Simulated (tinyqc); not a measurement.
Ballistic Schottky-barrier transistor with a one-dimensional channel, WKB contacts: two steps of the calculation.

Source Fermi level 0, drain Fermi level -Vd. Far from the contacts Ec = pn - psi, and the gate moves psi one to one; the band edges relax as exp(-x/lam) from pn at the source and pn - Vd at the drain; Ev = Ec - Eg. A carrier of energy w inside the channel band meets at a contact a barrier of height D (the contact edge beyond the channel edge): T = 1 for w >= D, else exp(-S), S = 4 lam sqrt(m/C) [sqrt(D - w) - sqrt(w) arctan sqrt((D - w)/w)], C = hbar^2/(2 m0). The two contacts combine as Ts Td/(Ts + Td - Ts Td).

Inputs (values chosen for the exercise); channel values close to those of a carbon nanotube: temperature T = 350 K; band gap Eg = 0.851 eV; barrier for electrons at both contacts pn = 0.33 eV; hole mass mp = 0.06 m0; valleys or subbands g = 2; screening length at the contacts lam = 2 nm; drain bias Vd = 0.7 V; band shift psi of the channel by the gate ps = -0.19 V; energy of one carrier inside the channel band w0 = 0.49 eV; upper end of the grid wm = 1.1 eV; points of the grid nE = 13.

Constants: q = 1.602176634e-19 C, kB = 1.380649e-23 J/K, hbar = 1.054571817e-34 J s, h = 6.62607015e-34 J s, m0 = 9.1093837015e-31 kg, Vt = kB T/q, hbar^2/(2 m0) = 0.0380998212 eV nm^2. Results are converted to the units shown.

Problem 1. Transmission of one of the holes. S and T at both contacts for w = w0, and the tunnelling distance lam ln(D/w) at the higher barrier.

D for holes (eV): source 0.19000000, drain 0.89000000

Give: S at the source; S at the drain; combined T; tunnelling distance.

Solution 1.

S at the source = 0
S at the drain = 1.186
combined T = 0.3055
tunnelling distance = 1.194 nm

Problem 2. Current of the holes on a coarse grid. I = g (2 q^2/h) int T(w) [f(Es + w) - f(Ed + w)] dw, f(y) = 1/(1 + exp(y/Vt)). Electrons: Ds = psi, Dd = psi - Vd, Es = Ec, Ed = Ec + Vd. Holes: Ds = -psi, Dd = Vd - psi, Es = -Ev, Ed = -Ev - Vd. The size of each current is taken; both flow from drain to source and add. Simpson's rule on nE equally spaced w from 0 to wm.

Find: w; Ts; Td; T; size of the supply difference; current.

Solution 2.

```
point  w (eV)        Ts         Td          T  size of the supply difference
0      0.0000  0.012575  7.7049e-5  7.6585e-5                        0.99998
1      0.0917   0.49285  0.0055797  0.0055479                        0.99990
2      0.1833   0.99032   0.024422   0.024417                        0.99788
3      0.2750    1.0000   0.066781   0.066781                        0.95757
4      0.3667    1.0000    0.14224    0.14224                        0.51933
5      0.4583    1.0000    0.25673    0.25673                       0.049176
6      0.5500    1.0000    0.40940    0.40940                      0.0024697
7      0.6417    1.0000    0.59010    0.59010                      1.1850e-4
8      0.7333    1.0000    0.77767    0.77767                      5.6732e-6
9      0.8250    1.0000    0.93781    0.93781                      2.7157e-7
10     0.9167    1.0000     1.0000     1.0000                      1.3000e-8
11     1.0083    1.0000     1.0000     1.0000                     6.2231e-10
12     1.1000    1.0000     1.0000     1.0000                     2.9790e-11
```

current = 2.4969 uA

Range of the model: No scattering, image-force lowering, channel charge or band-to-band tunnelling; parabolic kappa overstates S deep in the gap.

Numbers from tinyqc (`OMP_NUM_THREADS=1 python tinyqc.py 2390041 2390042 out.jsonl`; about 0.05 s on one thread of a shared Intel Xeon 2.30GHz).
